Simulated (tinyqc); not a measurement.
Capacitance of parallel on-chip lines from Laplace's equation on a mesh: two steps of the calculation.

Cross-section of an endless row of equal lines between two grounded planes; neighbours are driven in antiphase (+1 V and -1 V), so the plane midway between two lines is at 0 V. By symmetry one quarter is solved: x runs from the centre of a line (column 0, mirror) to that midplane (column 4, 0 V), y from the mid-height of the line (row 0, mirror) to the ground plane (row 4, 0 V). The line fills columns 0 to 1 and rows 0 to 1 at 1 V. Cells beside the line (below row 1) have e2, cells above have e1. Each link between nodes has the conductance g = mean permittivity of the two cells beside it (a cell beyond a mirror counts as 0), and the free nodes obey sum g (V_neighbour - V) = 0.

Values chosen for this exercise:

| symbol | value | unit | meaning |
|---|---|---|---|
| e1 | 2.7 |  | relative permittivity above and below the lines |
| e2 | 2.7 |  | relative permittivity between the lines |
| om | 1 |  | over-relaxation factor |

Constants: eps0 = 8.8541878128e-12 F/m. Results are converted to the units shown.

Question 1. Relaxation sweep. One sweep visits the free nodes row by row from row 0, left to right, and replaces V by V + om (weighted mean of the neighbours - V), using new values at once.

V at the start (V):
```
       col 0  col 1  col 2  col 3  col 4
row 0      1      1      0      0      0
row 1      1      1      0      0      0
row 2      0      0      0      0      0
row 3      0      0      0      0      0
row 4      0      0      0      0      0
```

gx:
```
       col 0  col 1  col 2  col 3
row 0   1.35   1.35   1.35   1.35
row 1    2.7    2.7    2.7    2.7
row 2    2.7    2.7    2.7    2.7
row 3    2.7    2.7    2.7    2.7
row 4   1.35   1.35   1.35   1.35
```

gy:
```
       col 0  col 1  col 2  col 3  col 4
row 0   1.35    2.7    2.7    2.7   1.35
row 1   1.35    2.7    2.7    2.7   1.35
row 2   1.35    2.7    2.7    2.7   1.35
row 3   1.35    2.7    2.7    2.7   1.35
```

Wanted: V after sweep 1.

Answer 1.

V after sweep 1 (V):
```
       col 0  col 1  col 2  col 3  col 4
row 0  1.000  1.000  0.250  0.062  0.000
row 1  1.000  1.000  0.312  0.094  0.000
row 2  0.250  0.312  0.156  0.062  0.000
row 3  0.062  0.094  0.062  0.031  0.000
row 4  0.000  0.000  0.000  0.000  0.000
```

Question 2. Capacitance per length. C = 4 eps0 sum g (difference of V)^2 over all links (twice the energy of the four quarters, line at 1 V). Plate estimate without fringing: eps0 [2 e1 w/hd + 2 e2 t/(s/2)], w = 2 hx, t = 2 hx, s/2 = 3 hx, hd = 3 hx.

converged V (V):
```
           col 0      col 1      col 2      col 3      col 4
row 0  1.0000000  1.0000000  0.5945536  0.2738275  0.0000000
row 1  1.0000000  1.0000000  0.5521936  0.2503782  0.0000000
row 2  0.5945536  0.5521936  0.3638426  0.1754916  0.0000000
row 3  0.2738275  0.2503782  0.1754916  0.0877458  0.0000000
row 4  0.0000000  0.0000000  0.0000000  0.0000000  0.0000000
```

gx:
```
       col 0  col 1  col 2  col 3
row 0   1.35   1.35   1.35   1.35
row 1    2.7    2.7    2.7    2.7
row 2    2.7    2.7    2.7    2.7
row 3    2.7    2.7    2.7    2.7
row 4   1.35   1.35   1.35   1.35
```

gy:
```
       col 0  col 1  col 2  col 3  col 4
row 0   1.35    2.7    2.7    2.7   1.35
row 1   1.35    2.7    2.7    2.7   1.35
row 2   1.35    2.7    2.7    2.7   1.35
row 3   1.35    2.7    2.7    2.7   1.35
```

Wanted: C; plate estimate.

Answer 2.

C = 124.41 aF/um
plate estimate = 63.750 aF/um

Program tinyqc, `OMP_NUM_THREADS=1 python tinyqc.py 2790185 2790186 out.jsonl`; Intel Xeon 2.30GHz, shared host, one thread, about 1 s.
